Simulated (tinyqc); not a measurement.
Energy relaxation with and without hot phonons: decay of LO phonons and the hot-phonon bottleneck in the cooling of electrons. Computed by tinyqc, a small Python program. Command: `OMP_NUM_THREADS=1 python tinyqc.py 3012837 3012838 out.jsonl hotphonon walk`. One thread of a shared host (Intel(R) Xeon(R) Processor @ 2.30GHz), about 0.01 s of CPU time with the checks.

n(E, T) = 1/(exp(E/(k_B T)) - 1) is the Bose occupation. Electrons have a temperature T_e; the LO modes within their reach share one occupation N; the decay products stay at the lattice temperature.

Inputs (values chosen for the exercise, modelled on indium arsenide): LO energy hbar omega = 30.5 meV; lifetime at T = 0, tau_0 = 9.6 ps; share f of the energy in the softer product = 0.19; lattice temperature T = 300 K; electron mass m* = 0.026 m_0; eps_inf = 12.6; static dielectric constant eps_s = 15.5; electron density n = 9e+17 1/cm^3; density of LO modes that the electrons reach, N_m = 6.5e+19 1/cm^3.

Decay channel: two unequal phonons (Ridley).

Constants: k_B = 8.617333262e-05 eV/K; c = 299792458 m/s; e^2/(4 pi eps_0) = 14.39964548 eV angstrom; hbar^2/(2 m_0) = 3.80998212 eV angstrom^2; hbar = 6.582119569e-16 eV s; e = 1.602176634e-19 C; k_B = 1.380649e-23 J/K.

Method:
- Decay rate 1/tau = (1/tau_0) [1 + n(f hbar omega) + n((1 - f) hbar omega)].
- Full width Gamma = 1/(2 pi c tau) in 1/cm, c in cm/s.
- Froehlich coupling alpha = (e^2/(4 pi eps_0)) (1/eps_inf - 1/eps_s) k_0/(2 hbar omega), k_0 = sqrt(m* hbar omega/(hbar^2/(2 m_0))); emission time tau_sp = hbar/(2 alpha hbar omega); bottleneck ratio r = (n/N_m) tau/tau_sp.
- Net emission per electron: [(N + 1) x - N]/tau_sp with x = exp(-hbar omega/(k_B T_e)), a simple two-level balance; steady state of the modes: n [(N + 1) x - N]/tau_sp = N_m (N - N_0)/tau; power per electron P = hbar omega [(N + 1) x - N]/tau_sp.
- P(T_e) = (hbar omega/tau_sp) [(N_0 + 1) x - N_0]/[1 + r (1 - x)], and r = 0 without hot phonons; energy relaxation time tau_E = (3/2) k_B (T_e - T)/P.

emission time tau_sp = 213.375 fs

equilibrium LO occupation N_0 = 0.443715

bottleneck ratio r = 0.111150

phonon lifetime tau = 1.71287 ps

Cooling:
```
T_e (K)  P, cold phonons (nW)  P, hot phonons (nW)   ratio  tau_E (ps)        N
330                    1.1505               1.0721  1.0731     0.57951  0.44892
380                    2.8651               2.6843  1.0674     0.61722  0.45674
450                    4.8961               4.6166  1.0605     0.67289  0.46612
600                    8.1681               7.7826  1.0495     0.79831  0.48149
800                    11.081               10.657  1.0397     0.97163  0.49544
1100                   13.805               13.395  1.0306      1.2368  0.50873
1600                   16.340               15.987  1.0221      1.6840  0.52131
2300                   18.186               17.902  1.0159      2.3137  0.53060
```

What follows from these numbers?

Reabsorption cuts the loss by a factor 1.07 at the lowest T_e and 1.02 at the highest; the factor is 1 + r (1 - x) with r = 0.111. tau_E runs from 0.58 to 2.3 ps, with its shortest value, 0.58 ps, at T_e = 330 K, against tau_sp = 210 fs and a phonon lifetime of 1.7 ps. In the coldest rows the electrons are degenerate, so (3/2) k_B (T_e - T) overstates their excess energy. Pauli blocking is left out, as are upper valleys and non-parabolic bands, which can matter above about 1000 K.

Extremes, crossings and ranges named in words are read from the listed rows.
